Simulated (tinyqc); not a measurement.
Rate against the binding of B: microkinetic model of a Langmuir-Hinshelwood surface reaction A + (1/2) B2 = AB with Bronsted-Evans-Polanyi barriers. Computed by tinyqc, a small Python program. Command: `OMP_NUM_THREADS=1 python tinyqc.py 3024798 3024799 out.jsonl microkin walk`. One thread of a shared host (Intel(R) Xeon(R) Processor @ 2.30GHz), about 0.01 s of CPU time with the checks.

A adsorbs in equilibrium; B2 dissociates irreversibly on two free sites; adsorbed A and B react irreversibly and AB leaves at once. theta_A + theta_B + theta_* = 1.

Inputs (values chosen for the exercise, for a model catalyst):

| quantity | value | unit |
|---|---|---|
| adsorption energy of A, E_A | -0.954 | eV |
| entropy loss of A, S_A | 1.5 | meV/K |
| entropy loss of B2, S_B | 1.3 | meV/K |
| slope a1 of the dissociation barrier | 0.77 | - |
| intercept b1 | 1.5 | eV |
| slope a2 of the reaction barrier | 0.38 | - |
| intercept b2 | 0.25 | eV |
| pressure p_A | 0.3 | bar |
| pressure p_B | 0.036 | bar |
| temperature T | 525 | K |

Constants: k_B = 8.617333262e-05 eV/K; hbar = 6.582119569e-16 eV s.

Method. K_A = exp(-(E_A + T S_A)/(k_B T)) per bar; barriers E1 = max(b1 + a1 2 E_B, 0), E2 = b2 - a2 (E_A + E_B); k1 = (k_B T/h) exp(-S_B/k_B) exp(-E1/(k_B T)) per bar, k2 = (k_B T/h) exp(-E2/(k_B T)), h = 2 pi hbar. theta_A = K_A p_A theta_*; 2 k1 p_B theta_*^2 = k2 theta_A theta_B, so theta_B = w theta_* with w = 2 k1 p_B/(k2 K_A p_A); theta_* = 1/(1 + K_A p_A + w); rate r = k2 theta_A theta_B.

Changing E_B at fixed E_A:

| E_B (eV) | E1 (eV) | E2 (eV) | theta_* | theta_A | theta_B | log10 r |
|---|---|---|---|---|---|---|
| -2.40 | 0 | 1.52452 | 1.3648e-06 | 1.6238e-05 | 9.9998e-01 | -6.385 |
| -2.10 | 0 | 1.41052 | 1.6957e-05 | 2.0174e-04 | 9.9978e-01 | -4.197 |
| -1.80 | 0 | 1.29652 | 2.1019e-04 | 2.5007e-03 | 9.9729e-01 | -2.010 |
| -1.50 | 0 | 1.18252 | 2.5334e-03 | 3.0141e-02 | 9.6733e-01 | 0.152 |
| -1.25 | 0 | 1.08752 | 1.6762e-02 | 1.9942e-01 | 7.8382e-01 | 1.793 |
| -1.00 | 0 | 0.99252 | 5.3693e-02 | 6.3880e-01 | 3.0751e-01 | 2.804 |
| -0.75 | 0.345 | 0.89752 | 7.7533e-02 | 9.2244e-01 | 2.6523e-05 | -0.188 |
| -0.50 | 0.730 | 0.80252 | 7.7535e-02 | 9.2246e-01 | 6.5438e-10 | -3.884 |
| -0.25 | 1.115 | 0.70752 | 7.7535e-02 | 9.2246e-01 | 1.6145e-14 | -7.580 |
| 0.00 | 1.500 | 0.61252 | 7.7535e-02 | 9.2246e-01 | 3.9832e-19 | -11.276 |

The rate is highest at E_B = -1 eV among these rows, where theta_B = 0.31. On the weak-binding side log10 r falls by 14.8 per eV, from the dissociation barrier (2 a1/(k_B T ln 10) = 14.8). On the strong-binding side B fills the surface and the rate falls again: the Sabatier volcano.

Extremes, crossings and ranges named in words are read from the listed rows.
